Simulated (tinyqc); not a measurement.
# Changing the binding energy E_b (positive for attraction)

Model: five-frequency model of solute diffusion by vacancies in an fcc metal. Computed by tinyqc, a small Python program. Command: `OMP_NUM_THREADS=1 python tinyqc.py 3019014 3019015 out.jsonl fivefreq sweep`. One thread of a shared host (Intel(R) Xeon(R) Processor @ 2.30GHz), about 0.01 s of CPU time with the checks.

A vacancy next to the solute exchanges with it (w2), jumps to one of 4 sites that also neighbour the solute (w1) or to one of 7 that do not (w3); w4 is the reverse of w3 and w0 the host jump.

Inputs (values chosen for the exercise, for a model solute in a host close to aluminium):
```
quantity                                 value      unit
barrier E0 (host jump)                    0.63        eV
barrier E1 (vacancy circles the solute)  0.547        eV
barrier E2 (exchange)                    0.563        eV
barrier E3 (dissociation)                0.721        eV
vacancy formation energy E_f             0.645        eV
formation entropy S_f                      1.4       k_B
attempt frequency nu                       6.3       THz
lattice constant a                        4.05  angstrom
temperature T                              533         K
```

Constants: k_B = 8.617333262e-05 eV/K.

Method:
- w_i = nu exp(-E_i/(k_B T)); detailed balance gives E4 = E3 - E_b.
- Manning: with y = w4/w0, 7F = 7 - (10 y^4 + 180.5 y^3 + 927 y^2 + 1341 y)/(2 y^4 + 40.2 y^3 + 254 y^2 + 597 y + 436); f2 = (2 w1 + 7F w3)/(2 w2 + 2 w1 + 7F w3).
- The mean cosine between successive solute jumps follows from f2 = (1 + c)/(1 - c).
- c_v = exp(S_f - E_f/(k_B T)); host D0 = a^2 c_v w0 x 0.7815; solute D2 = a^2 c_v exp(E_b/(k_B T)) w2 f2; 1 angstrom^2 = 1e-16 cm^2.

One run for each value:
```
binding energy E_b (positive for attraction) (eV)  ratio D2/D0      7F  correlation factor f2   y = w4/w0
-0.150                                              1.2697e-01  6.9839                0.60454  5.2629e-03
-0.081                                              5.7019e-01  6.9284                0.60440  2.3640e-02
-0.012                                              2.5587e+00  6.6953                0.60382  1.0619e-01
0.056                                               1.1209e+01  5.9064                0.60182  4.6672e-01
0.130                                               5.5719e+01  4.1513                0.59731  2.3376e+00
0.190                                               2.0461e+02  2.8965                0.59402  8.6317e+00
0.260                                               9.3657e+02  2.2395                0.59228  3.9626e+01
0.330                                               4.2960e+03  2.0553                0.59178  1.8191e+02
0.400                                               1.9718e+04  2.0122                0.59167  8.3512e+02
```

Describe and explain the trends.

Over the rows, ratio D2/D0 rises from 0.127 to 19700; 7F falls from 6.98 to 2.01; correlation factor f2 falls from 0.605 to 0.592. At fixed E3 stronger binding raises w4, so an escaped vacancy returns more often: 7F falls from 7 towards 2.
